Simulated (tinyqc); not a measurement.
Field dependence: Hall effect and magnetoresistance of several carrier groups with constant relaxation times. Computed by tinyqc, a small Python program. Command: `OMP_NUM_THREADS=1 python tinyqc.py 3008961 3008962 out.jsonl hall2 walk`. One thread of a shared host (Intel(R) Xeon(R) Processor @ 2.30GHz), about 0.01 s of CPU time with the checks.

Group 1 has charge +e and group 2 charge +e; s_i is that sign. B lies along z; mu B is formed with mu in m^2/(V s).

Inputs (values chosen for the exercise, for a model conductor):

| quantity | value | unit |
|---|---|---|
| density n1 | 4.3e+10 | 1/cm^2 |
| mobility mu1 | 15000 | cm^2/(V s) |
| density n2 | 1e+12 | 1/cm^2 |
| mobility mu2 | 480 | cm^2/(V s) |

Carriers: light and heavy holes. Densities: per area (a thin layer).

Constants: e = 1.602176634e-19 C.

Method:
- Weak field: R_H(0) = sum s_i n_i mu_i^2/(e (sum n_i mu_i)^2); MR = c B^2 with c = n1 n2 mu1 mu2 (s1 mu1 - s2 mu2)^2/(n1 mu1 + n2 mu2)^2. Strong field: R_H = 1/(e sum s_i n_i); rho_xx saturates at (n1/mu1 + n2/mu2)/(e (sum s_i n_i)^2).
- sigma_xx = sum n_i e mu_i/(1 + mu_i^2 B^2); sigma_xy = sum s_i n_i e mu_i^2 B/(1 + mu_i^2 B^2).
- rho_xx = sigma_xx/(sigma_xx^2 + sigma_xy^2); Hall coefficient R_H = sigma_xy/(B (sigma_xx^2 + sigma_xy^2)), with B in V s/cm^2 (1 T = 1e-4 V s/cm^2); magnetoresistance MR = rho_xx(B)/rho_xx(0) - 1.

saturation MR = 115.745 %

Against the field:

| B (T) | mu1 B | rho_xx (ohm) | R_H (cm^2/C) | MR (%) |
|---|---|---|---|---|
| 0.033 | 4.9500e-02 | 5551 | 4.8828e+07 | 5.6137e-02 |
| 0.1 | 1.5000e-01 | 5576 | 4.8659e+07 | 5.1345e-01 |
| 0.27 | 4.0500e-01 | 5750 | 4.7501e+07 | 3.6414e+00 |
| 0.67 | 1.0050e+00 | 6618 | 4.1704e+07 | 1.9293e+01 |
| 1.7 | 2.5500e+00 | 9163 | 2.4721e+07 | 6.5151e+01 |
| 4 | 6.0000e+00 | 11180 | 1.1257e+07 | 1.0151e+02 |
| 10 | 1.5000e+01 | 11829 | 6.9251e+06 | 1.1320e+02 |
| 27 | 4.0500e+01 | 11950 | 6.1157e+06 | 1.1539e+02 |
| 80 | 1.2000e+02 | 11967 | 5.9992e+06 | 1.1570e+02 |

What does the comparison show, and why?

MR starts as B^2.00 and ends as B^0.00; it saturates at 116 %. One group alone would show no magnetoresistance in this model. The rows with mu1 B well above 1 show the semiclassical limit; Landau quantisation is left out.
